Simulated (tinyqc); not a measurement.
Inside a calculation. Model: bandgap voltage reference from two bipolar transistors.

Program tinyqc, `OMP_NUM_THREADS=1 python tinyqc.py 2062177 2062178 out.jsonl`; Intel Xeon 2.30GHz, shared host, one thread, about 0.02 s. Printed values are rounded.

Two transistors of area 1 and N carry the same current I. Is(T) = Is (T/T0)^eta exp[(Vg0 q/kB)(1/T0 - 1/T)], VBE1 = Vt ln(I/Is(T)) + I rb, VBE2 = Vt ln(I/(N Is(T))) + I rb/N. The amplifier forces I R1(T) = VBE1 - VBE2 + Vos, with R(T) = R (1 + tc (T - T0)) for both resistors, and the output is Vref = VBE1 + I R2(T). Base currents and the Early effect are neglected.

Values chosen for this exercise; values of the order met in silicon bipolar transistors: reference temperature T0 = 300 K; band-gap voltage extrapolated to 0 K Vg0 = 1.151 V; temperature exponent of the saturation current eta = 3.6; saturation current of the unit transistor at T0 Is = 3.8e-17 A; area ratio of the second transistor N = 4; resistor across which the difference of VBE falls, at T0 R1 = 5 kohm; temperature coefficient of both resistors tc = 0 ppm/K; offset of the amplifier Vos = 0 mV; series resistance of the unit transistor rb = 0 ohm; output resistor at T0 R2 = 78.61 kohm; temperature T = 358 K.

Constants: q = 1.602176634e-19 C, kB = 1.380649e-23 J/K. Results are converted to the units shown.

## Operating point at the reference temperature

Vt = kB T/q; I = (Vt ln N + Vos)/(R1(T) - rb (1 - 1/N)). Evaluate at T = T0.

Vt = 0.0258520 V
I = 7.16770 uA
Is(T) = 3.8e-17 A
VBE1 = 0.671196 V
I R2 = 0.563453 V
Vref = 1.23465 V

## Operating point at another temperature

Vt = kB T/q; I = (Vt ln N + Vos)/(R1(T) - rb (1 - 1/N)).

Vt = 0.0308501 V
I = 8.55345 uA
Is(T) = 9.74464e-14 A
VBE1 = 0.564257 V
I R2 = 0.672387 V
Vref = 1.23664 V

From T0 to T, VBE1 changes by -107 mV and I R2 by 109 mV, which leaves 1.99 mV in Vref.

## Resistor for zero slope at T0, ideal case

With tc = 0, Vos = 0 and rb = 0 the current is proportional to T, dVBE/dT = (VBE - Vg0 - (eta - 1) Vt)/T, and Vref has zero slope at T0 when Vref = Vg0 + (eta - 1) Vt0. Find VBE1, its slope, that Vref, R2/R1 and the curvature d2Vref/dT2 = -(eta - 1) kB/(q T0).

VBE1 = 0.671196 V
dVBE/dT = -1.82340 mV/K
Vref = 1.21822 V
R2/R1 = 15.2635
curvature = -0.746836 uV/K^2
